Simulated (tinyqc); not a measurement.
Inside a calculation. Method: CCD on RHF in the sto-3g basis, for H3+, spin multiplicity 1. One step of it, computed by the program tinyqc.

Problem. Iteration 5 (converged): orbitals. Diagonalise F' = X^T F X, C = X C', fill 1 alpha and 1 beta electrons from the bottom; D = 2 C_occ C_occ^T. Each column has its largest component positive (the first on a tie).

converged F (hartree), order 1H 1s, 2H 1s, 3H 1s:
```
[[-0.767693, -0.709358, -0.647626],
 [-0.709358, -0.667040, -0.492449],
 [-0.647626, -0.492449, -0.632338]]
```

X, order 1H 1s, 2H 1s, 3H 1s:
```
[[1.197096, -0.286862, -0.237725],
 [-0.286862, 1.131705, -0.085561],
 [-0.237725, -0.085561, 1.101311]]
```

Give: F' = X^T F X; orbital energies; coefficients C; D after iteration 5.

Solution.

F' = X^T F X (hartree):
```
[[-0.4021, -0.4095, -0.3529],
 [-0.4095, -0.3980, -0.1807],
 [-0.3529, -0.1807, -0.4122]]
```

orbital energies (hartree): [-1.0413, -0.2283, 0.0573]

coefficients C, order 1H 1s, 2H 1s, 3H 1s:
```
[[0.4886, -0.0965, 1.1506],
 [0.4011, -0.7580, -0.7968],
 [0.3739, 0.9223, -0.5350]]
```

D after iteration 5, order 1H 1s, 2H 1s, 3H 1s:
```
[[0.4775, 0.3919, 0.3654],
 [0.3919, 0.3217, 0.2999],
 [0.3654, 0.2999, 0.2796]]
```
